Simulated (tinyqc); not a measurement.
Capillary instabilities by surface diffusion: grooving and agglomeration of films, edge retraction, wire break-up and smoothing of roughness: one step, computed by the program tinyqc.

Isotropic surface energy; shapes change by surface diffusion alone.

Problem. The Mullins constant. B = D_s nu gamma_s Omega^2/(k_B T), D_s = D0 exp(-Q/(k_B T)).

Inputs (values chosen for the exercise, for a model film): surface energy gamma_s = 1.82 J/m^2; atomic volume Omega = 12.2 angstrom^3; surface sites nu = 15 1/nm^2; prefactor D0 = 0.00059 m^2/s; activation energy Q = 1.55 eV; temperature T = 814 K; time t = 750 s.

Constants: k_B = 8.617333262e-05 eV/K; k_B = 1.380649e-23 J/K.

Give: D_s; B; length (B t)^(1/4).

Solution.

D_s = 1.4936e-13 m^2/s

B = 54000 nm^4/s

length (B t)^(1/4) = 79.775 nm

Lengths grow as t^(1/4): doubling one takes 16 times as long, or roughly 120 K more.
